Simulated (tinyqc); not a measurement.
Charge neutrality of a doped semiconductor with incomplete ionisation: one step, computed by the program tinyqc.

Energies are counted from the top of the valence band; E_D is measured down from the conduction band and E_A up from the valence band.

Problem. The closed form for the extrinsic range. With Boltzmann statistics, no holes and every acceptor ionised, n (n + N_A) = n1 (N_D - N_A - n) with n1 = (N_c/g_D) exp(-E_D/k_B T). Take the positive root.

Inputs (values chosen for the exercise, modelled on InAs):
```
quantity                value   unit
donor density N_D     5.8e+12  cm^-3
acceptor density N_A        0  cm^-3
donor depth E_D       0.00156     eV
donor degeneracy g_D        2      -
temperature T              40      K
```

Doping: n-type. Statistics of the bands: Fermi-Dirac.

N_c = 5.033613e+15 cm^-3

k_B T = 0.003446933 eV

Give: n1; n from the quadratic.

Solution.

n1 = 1.601e+15 cm^-3

n from the quadratic = 5.779e+12 cm^-3
